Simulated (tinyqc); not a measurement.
Comparisons within one model: Slater-Koster d bands of an fcc metal. A value that a table varies takes the place of the one given here.

Slater-Koster d bands. For a bond with direction cosines (l, m, n) the 5 x 5 block is dds Ps + ddp Pp + ddd (1 - Ps - Pp), the projectors on sigma, pi and delta states about the bond; for instance <xy|xy> = 3 l^2 m^2 dds + (l^2 + m^2 - 4 l^2 m^2) ddp + (n^2 + l^2 m^2) ddd, <xy|yz> = 3 l m^2 n dds + l n (1 - 4 m^2) ddp + l n (m^2 - 1) ddd and <3z2-r2|3z2-r2> = (n^2 - (l^2 + m^2)/2)^2 dds + 3 n^2 (l^2 + m^2) ddp + (3/4)(l^2 + m^2)^2 ddd. H(k) sums the blocks times cos(k.R) over the neighbours; the d level is the zero of energy; k in 2 pi/a.

Neighbours: twelve at (a/2)(1,1,0) and equivalents.

Mesh: k = f1 b1 + f2 b2 + f3 b3 with fractions (j + 1/2)/N, j = 0 to N - 1, and b = (-1,1,1), (1,-1,1), (1,1,-1) for fcc, (0,1,1), (1,0,1), (1,1,0) for bcc, unit vectors for simple cubic. The lowest Nd/10 of all levels are filled with two electrons each; the bond energy is their sum per atom.

Inputs chosen for the exercise (of the size met in Co; the results hold for these values, not for the real material):
- dds = -0.484 eV (dd sigma)
- ddp = 0.281 eV (dd pi)
- ddd = -0.024 eV (dd delta)
- N = 10 (mesh)
- f2 = 0.487 (factor for second neighbours in bcc)

## Band filling: full bands against the rectangular model

W = sqrt(12 mu2) with mu2 the mean square level on the mesh; rectangular model: Fermi level W (Nd/10 - 1/2), bond energy -W Nd (10 - Nd)/20. The Fermi level of the mesh is the highest filled level.

Per atom (eV):
```
Nd,"EF, bands","bond energy, bands","EF, rectangle","bond energy, rectangle"
1,-1.259,-1.639,-1.346,-1.515
2,-0.992,-2.761,-1.010,-2.693
3,-0.719,-3.592,-0.673,-3.534
4,-0.333,-4.121,-0.337,-4.039
5,0.038,-4.251,0.000,-4.207
6,0.473,-3.987,0.337,-4.039
7,0.729,-3.381,0.673,-3.534
8,1.039,-2.496,1.010,-2.693
9,1.258,-1.345,1.346,-1.515
```

W = 3.366 eV
full width on the mesh = 3.904 eV

The bond energy is deepest at Nd = 5 (-4.251 eV); the rectangle has its minimum at 5. The two differ most at Nd = 8, by 0.197 eV or 5 % of the deepest value: the second moment fixes the parabola, and higher moments the rest. At Nd = 3 and 7 the bands give -3.592 and -3.381 eV, a skew towards less than half filling.

## Which lattice a d-band metal prefers

fcc has twelve neighbours, bcc eight and six (the six times f2), simple cubic six. The integrals of bcc and sc are scaled so that all three have the second moment of fcc, which stands for equal repulsion (structural energy difference theorem). s and p electrons are left out.

Bond energy per atom:
```
Nd,fcc (eV),bcc - fcc (meV),sc - fcc (meV)
1,-1.639,99,16
2,-2.761,19,3
3,-3.592,-86,106
4,-4.121,-182,218
5,-4.251,2,259
6,-3.987,183,83
7,-3.381,195,-105
8,-2.496,65,-262
9,-1.345,-93,-277
```

scale factors: bcc 1.1285, sc 1.4142

mu3/mu2^1.5: fcc -0.224, bcc -0.210, sc 0.000

mu4/mu2^2: fcc 1.884, bcc 1.757, sc 2.216

largest change of a difference when N is raised to 14 = 14 meV

fcc is lowest for Nd = 1, 2, 5 and 6. bcc is lowest for Nd = 3 and 4. sc is lowest for Nd = 7, 8 and 9. bcc gains most on fcc at Nd = 4 (-182 meV). A small fourth moment marks a two-peaked band, which tends to favour fillings near one half; bcc has -7 % against fcc, and at Nd = 5 it lies +2 meV from fcc, which the fourth moment alone does not explain (differences of a few tens of meV are within the error of the mesh; hcp is left out, and this d-only model can miss the lattice of the real metal). The third moments, from three-membered rings, skew the bands. That simple cubic wins anywhere comes from keeping d bands and equal second moments alone; no transition metal takes it. Differences below about 14 meV are within the error of this mesh, and the s and p electrons left out weigh most where the d band is nearly empty or full.

## What each integral does

Levels at Gamma, E(t2g) = 3 dds + 4 ddp + 5 ddd, E(eg) = 1.5 dds + 6 ddp + 4.5 ddd, and W = sqrt(12 mu2), the width of a rectangular band with the same second moment mu2 = z (dds^2 + 2 ddp^2 + 2 ddd^2)/5, z = 12. Each row changes one parameter from the base and keeps the others.

Results:
```
case,t2g (eV),eg (eV),W (eV)
base,-0.4480,0.8520,3.3657
dds = -0.4114 eV,-0.2302,0.9609,3.0750
ddp = 0.3231 eV,-0.2796,1.1046,3.5767
ddd = -0.0204 eV,-0.4300,0.8682,3.3643
```

The largest shifts from the base row, up to three for each result and ties (the steps differ in size, so this ranks the rows, not the parameters). t2g (eV): dds +0.2178, ddp +0.1684, ddd +0.0180. eg (eV): ddp +0.2526, dds +0.1089, ddd +0.0162. W (eV): dds -0.2907, ddp +0.2110, ddd -0.0014. The ratio of the shifts of t2g and eg names the integral: 3 : 1.5 for dds, 4 : 6 for ddp, 5 : 4.5 for ddd.

Program tinyqc; command `OMP_NUM_THREADS=1 python tinyqc.py 1481380 1481381 out.jsonl`; about 0.03 s on one thread of a shared Intel(R) Xeon(R) Processor @ 2.30GHz.
